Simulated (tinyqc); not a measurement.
From chamber pressure p_1 back to pipe length l: gas flow in a process chamber: flow regimes, conductance, effective pumping speed, pump-down, outgassing and purge. Computed by tinyqc, a small Python program. Command: `OMP_NUM_THREADS=1 python tinyqc.py 3121486 3121487 out.jsonl pump inv`. One thread of a shared host (Intel(R) Xeon(R) Processor @ 2.30GHz), about 0.01 s of CPU time with the checks.

Ideal gas, isothermal flow, a pump of constant speed at the end of a round pipe; process gas, volume gas and outgassing are given the same properties. 1 sccm = 101325 Pa x 1e-6 m^3/60 s x T/273.15 K.

Inputs (values chosen for the exercise, modelled on nitrogen near room temperature):
```
quantity            value           unit
molar mass M        28.01          g/mol
molecular diameter   0.37             nm
viscosity eta        17.8  micropascal s
temperature T         350              K
chamber volume V      9.6              L
pipe diameter d         4             cm
pump speed S           63            L/s
process gas flow       11           sccm
```

Constants: k_B = 1.380649e-23 J/K; u = 1.6605390666e-27 kg.

Method:
- Mean speed c = sqrt(8 k_B T/(pi m)); aperture conductance C_a = c pi d^2/16; molecular pipe C_m = C_a/(1 + 3 l/(4 d)) (Dushman form); viscous pipe C_v = pi d^4 p_mean/(128 eta l); Knudsen interpolation C = C_v + C_m (1 + x)/(1 + 1.24 x), x = d p_mean sqrt(m/(k_B T))/eta.
- Effective speed 1/S_eff = 1/S + 1/C_m; time constant V/S_eff; pressure at which the free path k_B T/(sqrt2 pi d_m^2 p) equals d.
- Steady flow: the pump inlet is at p_2 = Q/S, and the chamber pressure p_1 solves Q = C((p_1 + p_2)/2) (p_1 - p_2). Residence time = p_1 V/Q.
- Knudsen number = free path at the mean pressure over d.

Task: A run gave the result below. Find the pipe length l, known to lie between 75 and 160 cm.

chamber pressure p_1 = 2.928364 Pa

Result:

Each step takes the trial c = (a f_b - b f_a)/(f_b - f_a), f being the result less the target and a, b, c the logarithms of the listed values; c replaces end b, the old b replaces a if the sign of f changed, and otherwise f_a is halved.

Scan of the range:
```
pipe length l (cm)  chamber pressure p_1 (Pa)
75.0                                  2.02158
85.1                                  2.18692
96.5                                  2.36618
110.0                                 2.56952
124.0                                 2.77138
141.0                                 3.00570
160.0                                 3.25538
```

False position (Illinois rule, in the logarithm of the input) inside the bracket:
```
step    end a    end b    trial  chamber pressure p_1 (Pa)
1     124.000  141.000  135.146                    2.92626
2     141.000  135.146  135.298                    2.92834
3     141.000  135.298  135.302                    2.92839
4     135.298  135.302  135.300                    2.92836
```

Chamber pressure p_1 rises at every point of a 13-point scan of the range (every second point is shown), so one value fits; it is bracketed by 124 and 141. Answer: pipe length l = 135.3 cm.
